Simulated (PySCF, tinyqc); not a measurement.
CCSD on RHF in the sto-3g basis, for Be, spin multiplicity 1, step by step. The lowest restricted solution is unstable here: a spin-polarised one lies 0.0012 hartree lower (PySCF). Computed by tinyqc, a small Python program that keeps every step (integrals from PySCF). Settings: charge = 0, multiplicity = 1, basis = sto-3g, method = RHF, energy threshold = 1e-10, iteration cap = 71, orthogonalisation = symmetric, start = core, DIIS depth = 6, amplitude equations = CCSD, DIIS depth for amplitudes = 4, cap on updates = 73. Command: `OMP_NUM_THREADS=1 python tinyqc.py 27572 27573 out.jsonl` (the two numbers bound the seeds that draw the settings). One thread of a shared host (Intel(R) Xeon(R) Processor @ 2.60GHz), about 0.2 s of CPU time with the checks. The early iterations of the SCF are left out here.

## One-electron integrals

Geometry (angstrom):
```
atom         x         y         z
Be    0.000000  0.000000  0.000000
```

Basis sto-3g: exponents (1/bohr^2) and contraction coefficients of normalised primitives:
```
element  l (shell)   exponent  coefficient
Be           s (1)  30.167871     0.154329
Be           s (1)   5.495115     0.535328
Be           s (1)   1.487193     0.444635
Be           s (2)   1.314833    -0.099967
Be           s (2)   0.305539     0.399513
Be           s (2)   0.099371     0.700115
Be           p (3)   1.314833     0.155916
Be           p (3)   0.305539     0.607684
Be           p (3)   0.099371     0.391957
```

Overlap, kinetic and nuclear-attraction integrals over the contracted functions; the nuclear repulsion is the sum of Za Zb / Rab.

nuclear repulsion = 0 hartree

overlap S, order 1Be 1s, 1Be 2s, 1Be 2px, 1Be 2py, 1Be 2pz:
$$\begin{pmatrix}
1.000000 & 0.259517 & 0.000000 & 0.000000 & 0.000000 \\
0.259517 & 1.000000 & 0.000000 & 0.000000 & 0.000000 \\
0.000000 & 0.000000 & 1.000000 & 0.000000 & 0.000000 \\
0.000000 & 0.000000 & 0.000000 & 1.000000 & 0.000000 \\
0.000000 & 0.000000 & 0.000000 & 0.000000 & 1.000000
\end{pmatrix}$$

kinetic energy T (hartree), order 1Be 1s, 1Be 2s, 1Be 2px, 1Be 2py, 1Be 2pz:
$$\begin{pmatrix}
6.693975 & -0.033012 & 0.000000 & 0.000000 & 0.000000 \\
-0.033012 & 0.211111 & 0.000000 & 0.000000 & 0.000000 \\
0.000000 & 0.000000 & 0.660592 & 0.000000 & 0.000000 \\
0.000000 & 0.000000 & 0.000000 & 0.660592 & 0.000000 \\
0.000000 & 0.000000 & 0.000000 & 0.000000 & 0.660592
\end{pmatrix}$$

nuclear attraction V (hartree), order 1Be 1s, 1Be 2s, 1Be 2px, 1Be 2py, 1Be 2pz:
$$\begin{pmatrix}
-14.561092 & -1.899246 & 0.000000 & 0.000000 & 0.000000 \\
-1.899246 & -2.313268 & 0.000000 & 0.000000 & 0.000000 \\
0.000000 & 0.000000 & -2.294749 & 0.000000 & 0.000000 \\
0.000000 & 0.000000 & 0.000000 & -2.294749 & 0.000000 \\
0.000000 & 0.000000 & 0.000000 & 0.000000 & -2.294749
\end{pmatrix}$$

core Hamiltonian H = T + V (hartree), order 1Be 1s, 1Be 2s, 1Be 2px, 1Be 2py, 1Be 2pz:
$$\begin{pmatrix}
-7.867117 & -1.932258 & 0.000000 & 0.000000 & 0.000000 \\
-1.932258 & -2.102157 & 0.000000 & 0.000000 & 0.000000 \\
0.000000 & 0.000000 & -1.634157 & 0.000000 & 0.000000 \\
0.000000 & 0.000000 & 0.000000 & -1.634157 & 0.000000 \\
0.000000 & 0.000000 & 0.000000 & 0.000000 & -1.634157
\end{pmatrix}$$

## Two-electron integrals

Functions are numbered as in S; the eight-fold symmetry (ij|kl) = (ji|kl) = (kl|ij) leaves the list below.

Two-electron integrals (ij|kl) in chemists' order, unique and non-zero (hartree):
```
(11|11) 2.298831   (21|11) 0.392036   (21|21) 0.079539   (22|11) 0.570988
(22|21) 0.143041   (22|22) 0.417683   (31|31) 0.014607   (32|31) 0.021888
(32|32) 0.092265   (33|11) 0.569578   (33|21) 0.143083   (33|22) 0.417589
(33|33) 0.449859   (41|41) 0.014607   (42|41) 0.021888   (42|42) 0.092265
(43|43) 0.024249   (44|11) 0.569578   (44|21) 0.143083   (44|22) 0.417589
(44|33) 0.401360   (44|44) 0.449859   (51|51) 0.014607   (52|51) 0.021888
(52|52) 0.092265   (53|53) 0.024249   (54|54) 0.024249   (55|11) 0.569578
(55|21) 0.143083   (55|22) 0.417589   (55|33) 0.401360   (55|44) 0.401360
(55|55) 0.449859
```

## Orthogonalisation

S = U s U^T; symmetric (Loewdin) form X = U s^(-1/2) U^T, so that X^T S X = 1.

eigenvalues of S: [0.740483, 1.000000, 1.000000, 1.000000, 1.259517]

X, order 1Be 1s, 1Be 2s, 1Be 2px, 1Be 2py, 1Be 2pz:
$$\begin{pmatrix}
1.026569 & -0.135528 & 0.000000 & 0.000000 & 0.000000 \\
-0.135528 & 1.026569 & 0.000000 & 0.000000 & 0.000000 \\
0.000000 & 0.000000 & 1.000000 & 0.000000 & 0.000000 \\
0.000000 & 0.000000 & 0.000000 & 1.000000 & 0.000000 \\
0.000000 & 0.000000 & 0.000000 & 0.000000 & 1.000000
\end{pmatrix}$$

## Iteration 2 (converged): orbitals

converged F (hartree), order 1Be 1s, 1Be 2s, 1Be 2px, 1Be 2py, 1Be 2pz:
$$\begin{pmatrix}
-4.481297 & -1.266056 & 0.000000 & 0.000000 & 0.000000 \\
-1.266056 & -0.594757 & 0.000000 & 0.000000 & 0.000000 \\
0.000000 & 0.000000 & 0.221086 & 0.000000 & 0.000000 \\
0.000000 & 0.000000 & 0.000000 & 0.221086 & 0.000000 \\
0.000000 & 0.000000 & 0.000000 & 0.000000 & 0.221086
\end{pmatrix}$$

Diagonalise F' = X^T F X, C = X C', fill 2 alpha and 2 beta electrons from the bottom; D = 2 C_occ C_occ^T. Each column has its largest component positive (the first on a tie).

F' = X^T F X (hartree):
$$\begin{pmatrix}
-4.381226 & -0.651256 & 0.000000 & 0.000000 & 0.000000 \\
-0.651256 & -0.356804 & 0.000000 & 0.000000 & 0.000000 \\
0.000000 & 0.000000 & 0.221086 & 0.000000 & 0.000000 \\
0.000000 & 0.000000 & 0.000000 & 0.221086 & 0.000000 \\
0.000000 & 0.000000 & 0.000000 & 0.000000 & 0.221086
\end{pmatrix}$$

orbital energies (hartree): MO1 -4.483992, MO2 -0.254038, MO3 0.221086, MO4 0.221086, MO5 0.221086

coefficients C, order 1Be 1s, 1Be 2s, 1Be 2px, 1Be 2py, 1Be 2pz:
$$\begin{pmatrix}
0.992898 & -0.293881 & 0.000000 & 0.000000 & 0.000000 \\
0.026138 & 1.035147 & 0.000000 & 0.000000 & 0.000000 \\
0.000000 & 0.000000 & 1.000000 & 0.000000 & 0.000000 \\
0.000000 & 0.000000 & 0.000000 & 1.000000 & 0.000000 \\
0.000000 & 0.000000 & 0.000000 & 0.000000 & 1.000000
\end{pmatrix}$$

D after iteration 2, order 1Be 1s, 1Be 2s, 1Be 2px, 1Be 2py, 1Be 2pz:
$$\begin{pmatrix}
2.144425 & -0.556515 & 0.000000 & 0.000000 & 0.000000 \\
-0.556515 & 2.144425 & 0.000000 & 0.000000 & 0.000000 \\
0.000000 & 0.000000 & 0.000000 & 0.000000 & 0.000000 \\
0.000000 & 0.000000 & 0.000000 & 0.000000 & 0.000000 \\
0.000000 & 0.000000 & 0.000000 & 0.000000 & 0.000000
\end{pmatrix}$$

Within a degenerate level the vectors are fixed only up to a rotation; this is one choice.

## Convergence

Stop when the energy changes by less than 1e-10 hartree and every element of the error matrix X^T (F D S - S D F) X is below 3e-06.

Course of the cycle:
```
iteration   E (hartree)     change  largest element of the error matrix
1          -14.35188048          -                             1.81e-15
2          -14.35188048  -5.33e-15                             8.97e-16
```

PySCF RHF in the same basis = -14.35188048 hartree

Converged in 2 iterations.

## Integrals over molecular orbitals

(pq|rs) = sum C_ip C_jq C_kr C_ls (ij|kl), one index at a time.

one-electron integrals over orbitals h = C^T H C (hartree):
$$\begin{pmatrix}
-7.857501 & 0.267574 & 0.000000 & 0.000000 & 0.000000 \\
0.267574 & -1.756350 & 0.000000 & 0.000000 & 0.000000 \\
0.000000 & 0.000000 & -1.634157 & 0.000000 & 0.000000 \\
0.000000 & 0.000000 & 0.000000 & -1.634157 & 0.000000 \\
0.000000 & 0.000000 & 0.000000 & 0.000000 & -1.634157
\end{pmatrix}$$

Two-electron integrals over orbitals (pq|rs), unique and non-zero (hartree):
```
(11|11) 2.275334    (21|11) -0.253330   (21|21) 0.044298    (22|11) 0.571236
(22|21) -0.014244   (22|22) 0.404138    (31|31) 0.015599    (32|31) 0.020563
(32|32) 0.086809    (33|11) 0.569229    (33|21) -0.008940   (33|22) 0.409597
(33|33) 0.449859    (41|41) 0.015599    (42|41) 0.020563    (42|42) 0.086809
(43|43) 0.024249    (44|11) 0.569229    (44|21) -0.008940   (44|22) 0.409597
(44|33) 0.401360    (44|44) 0.449859    (51|51) 0.015599    (52|51) 0.020563
(52|52) 0.086809    (53|53) 0.024249    (54|54) 0.024249    (55|11) 0.569229
(55|21) -0.008940   (55|22) 0.409597    (55|33) 0.401360    (55|44) 0.401360
(55|55) 0.449859
```

## CCSD: starting amplitudes

t_ij^ab = <ij||ab> / (e_i + e_j - e_a - e_b), whose energy is MP2.

Starting amplitudes (spin orbitals 1a, 1b, ...; amplitudes related by a flip of all spins are not repeated):
```
from      to          t
2a 2b  3a 3b  -0.091354
2a 2b  4a 4b  -0.091354
2a 2b  5a 5b  -0.091354
1a 2b  3a 3b  -0.003969
1a 2b  4a 4b  -0.003969
1a 2b  5a 5b  -0.003969
1a 1b  3a 3b  -0.001658
1a 1b  4a 4b  -0.001658
1a 1b  5a 5b  -0.001658
```

correlation energy = -0.02435837 hartree

## CCSD: amplitude update 1

t_i^a D_i^a and t_ij^ab D_ij^ab are set to the remaining terms of the spin-orbital equations, evaluated with the old amplitudes; for the doubles these are <ij||ab> + 1/2 <ab||ef> t_ij^ef + 1/2 <mn||ij> t_mn^ab + P(ij)P(ab) <mb||ej> t_im^ae + terms in t^2 + terms with t1, D the orbital-energy denominators.

Amplitudes after update 1 (spin orbitals 1a, 1b, ...; amplitudes related by a flip of all spins are not repeated):
```
from      to          t
2a 2b  3a 3b  -0.142797
2a 2b  4a 4b  -0.142797
2a 2b  5a 5b  -0.142797
1a 2b  3a 3b  -0.004159
1a 2b  4a 4b  -0.004159
1a 2b  5a 5b  -0.004159
1a 1b  3a 3b  -0.001317
1a 1b  4a 4b  -0.001317
1a 1b  5a 5b  -0.001317
```

correlation energy = -0.03776295 hartree

## CCSD: convergence

E_corr = 1/4 sum <ij||ab> t_ij^ab + 1/2 sum <ij||ab> t_i^a t_j^b; stop when the norm of the change is below 1e-8.

Course of the amplitude iterations:
```
update  correlation energy (hartree)  norm of the change
0                        -0.02435837                   -
1                        -0.03776295            1.78e-01
2                        -0.04478489            9.39e-02
3                        -0.05197710            4.76e-02
4                        -0.05172019            1.42e-03
5                        -0.05169218            3.45e-04
6                        -0.05177031            5.38e-04
7                        -0.05177027            2.63e-07
8                        -0.05177027            6.28e-11
```

Converged amplitudes (spin orbitals 1a, 1b, ...; amplitudes related by a flip of all spins are not repeated):
```
from      to          t
2a 2b  3a 3b  -0.196954
2a 2b  4a 4b  -0.196954
2a 2b  5a 5b  -0.196954
1a 2b  3a 3b  -0.003555
1a 2b  4a 4b  -0.003555
1a 2b  5a 5b  -0.003555
1a 1b  3a 3b  -0.000846
1a 1b  4a 4b  -0.000846
1a 1b  5a 5b  -0.000846
```

CCSD total energy = -14.40365075 hartree

T1 diagnostic, norm of the one-spin t1 over sqrt(correlated electrons) = 0.000000

Converged in 8 updates, with DIIS from the third.
